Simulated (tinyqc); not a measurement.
Inside a calculation. Method: Hueckel theory of the pi electrons, for the molecule c1ccc2cccc-2cc1 (SMILES; centres numbered as the heavy atoms are written). Computed by tinyqc, a small Python program that keeps every step. Settings: charge = 0. Command: `OMP_NUM_THREADS=1 python tinyqc.py 30869 30870 out.jsonl` (the two numbers bound the seeds that draw the settings). One thread of a shared host (Intel(R) Xeon(R) Processor @ 2.60GHz), about 0.01 s of CPU time with the checks.

## The Hueckel matrix

Centres:
```
centre  z_r, pi electrons of the neutral centre         h
1C                                            1  0.000000
2C                                            1  0.000000
3C                                            1  0.000000
4C                                            1  0.000000
5C                                            1  0.000000
6C                                            1  0.000000
7C                                            1  0.000000
8C                                            1  0.000000
9C                                            1  0.000000
10C                                           1  0.000000
```

Bonds:
```
i    j  k
1    2  1
2    3  1
3    4  1
4    5  1
5    6  1
6    7  1
7    8  1
8    9  1
9   10  1
10   1  1
8    4  1
```

H_rr = alpha + h_r beta, H_rs = k_rs beta for bonded centres.

Hueckel matrix in units of beta (H = alpha + beta A):
```
           1C        2C        3C        4C        5C        6C        7C        8C
1C   0.000000  1.000000  0.000000  0.000000  0.000000  0.000000  0.000000  0.000000
2C   1.000000  0.000000  1.000000  0.000000  0.000000  0.000000  0.000000  0.000000
3C   0.000000  1.000000  0.000000  1.000000  0.000000  0.000000  0.000000  0.000000
4C   0.000000  0.000000  1.000000  0.000000  1.000000  0.000000  0.000000  1.000000
5C   0.000000  0.000000  0.000000  1.000000  0.000000  1.000000  0.000000  0.000000
6C   0.000000  0.000000  0.000000  0.000000  1.000000  0.000000  1.000000  0.000000
7C   0.000000  0.000000  0.000000  0.000000  0.000000  1.000000  0.000000  1.000000
8C   0.000000  0.000000  0.000000  1.000000  0.000000  0.000000  1.000000  0.000000
9C   0.000000  0.000000  0.000000  0.000000  0.000000  0.000000  0.000000  1.000000
10C  1.000000  0.000000  0.000000  0.000000  0.000000  0.000000  0.000000  0.000000

           9C       10C
1C   0.000000  1.000000
2C   0.000000  0.000000
3C   0.000000  0.000000
4C   0.000000  0.000000
5C   0.000000  0.000000
6C   0.000000  0.000000
7C   0.000000  0.000000
8C   1.000000  0.000000
9C   0.000000  1.000000
10C  1.000000  0.000000
```

## Orbitals

pi electrons, sum of z_r less the charge = 10

Diagonalise; E = alpha + x beta with beta < 0, so the largest x are filled first; degenerate levels share their electrons. P = sum n_i c_ri c_si; each orbital has its largest coefficient positive (the first on a tie).

x values: [2.310277, 1.651572, 1.355674, 0.886975, 0.477260, -0.400392, -0.737640, -1.579218, -1.869214, -2.095294]

occupations: [2.000000, 2.000000, 2.000000, 2.000000, 2.000000, 0.000000, 0.000000, 0.000000, 0.000000, 0.000000]

coefficients:
```
          MO1        MO2        MO3        MO4        MO5        MO6        MO7        MO8
1C   0.172974   0.524672   0.000000   0.360277   0.000000   0.510887   0.000000   0.341575
2C   0.199809   0.433267   0.357060   0.159779  -0.335497  -0.102278   0.484057  -0.269711
3C   0.288640   0.190900   0.484057  -0.218558  -0.160119  -0.469936  -0.357060   0.084357
4C   0.467029  -0.117982   0.299164  -0.353634   0.259079   0.290436  -0.220675   0.136492
5C   0.323298  -0.267774   0.220675   0.258527   0.542846   0.063211   0.299164  -0.436401
6C   0.279878  -0.324265   0.000000   0.582941   0.000000  -0.315746   0.000000   0.552680
7C   0.323298  -0.267774  -0.220675   0.258527  -0.542846   0.063211  -0.299164  -0.436401
8C   0.467029  -0.117982  -0.299164  -0.353634  -0.259079   0.290436   0.220675   0.136492
9C   0.288640   0.190900  -0.484057  -0.218558   0.160119  -0.469936   0.357060   0.084357
10C  0.199809   0.433267  -0.357060   0.159779   0.335497  -0.102278  -0.484057  -0.269711

           MO9       MO10
1C    0.432805   0.000000
2C   -0.404503   0.160119
3C    0.323297  -0.335497
4C   -0.199808   0.542846
5C    0.249996  -0.259079
6C   -0.267488   0.000000
7C    0.249996   0.259079
8C   -0.199808  -0.542846
9C    0.323297   0.335497
10C  -0.404503  -0.160119
```

charge and bond-order matrix P:
```
            1C         2C         3C         4C         5C         6C         7C         8C
1C    0.870001   0.638899   0.142691  -0.217049   0.017140   0.176598   0.017140  -0.217049
2C    0.638899   0.986447   0.664039   0.011190  -0.226883   0.017140   0.186432  -0.068408
3C    0.142691   0.664039   0.854946   0.585798   0.011190  -0.217049  -0.068408   0.172482
4C   -0.217049   0.011190   0.585798   1.027428   0.595632  -0.074358  -0.231000   0.400945
5C    0.017140  -0.226883   0.011190   0.595632   1.172879   0.656039  -0.200638  -0.231000
6C    0.176598   0.017140  -0.217049  -0.074358   0.656039   1.046600   0.656039  -0.074358
7C    0.017140   0.186432  -0.068408  -0.231000  -0.200638   0.656039   1.172879   0.595632
8C   -0.217049  -0.068408   0.172482   0.400945  -0.231000  -0.074358   0.595632   1.027428
9C    0.142691  -0.242189  -0.184853   0.172482  -0.068408  -0.217049   0.011190   0.585798
10C   0.638899   0.026246  -0.242189  -0.068408   0.186432   0.017140  -0.226883   0.011190

            9C        10C
1C    0.142691   0.638899
2C   -0.242189   0.026246
3C   -0.184853  -0.242189
4C    0.172482  -0.068408
5C   -0.068408   0.186432
6C   -0.217049   0.017140
7C    0.011190  -0.226883
8C    0.585798   0.011190
9C    0.854946   0.664039
10C   0.664039   0.986447
```

## Energy, charges, bond orders

E = sum n x; q_r = z_r - P_rr; bond order p = P_rs; free valence = sqrt(3) - sum of p over the bonds of the atom.

pi energy = 10 alpha + this times beta = 13.363517

pi charges: 1C 0.129999, 2C 0.013553, 3C 0.145054, 4C -0.027428, 5C -0.172879, 6C -0.046600, 7C -0.172879, 8C -0.027428, 9C 0.145054, 10C 0.013553

Bond orders and lengths from R = 1.517 - 0.180 p (angstrom, C-C alone):
```
bond         p         R
1-2   0.638899  1.401998
2-3   0.664039  1.397473
3-4   0.585798  1.411556
4-5   0.595632  1.409786
5-6   0.656039  1.398913
6-7   0.656039  1.398913
7-8   0.595632  1.409786
8-9   0.585798  1.411556
9-10  0.664039  1.397473
10-1  0.638899  1.401998
8-4   0.400945  1.444830
```

free valence of the carbons: 1C 0.454253, 2C 0.429112, 3C 0.482214, 4C 0.149677, 5C 0.480380, 6C 0.419972, 7C 0.480380, 8C 0.149677, 9C 0.482214, 10C 0.429112

gap between the highest filled and the next level = 0.877652 |beta|
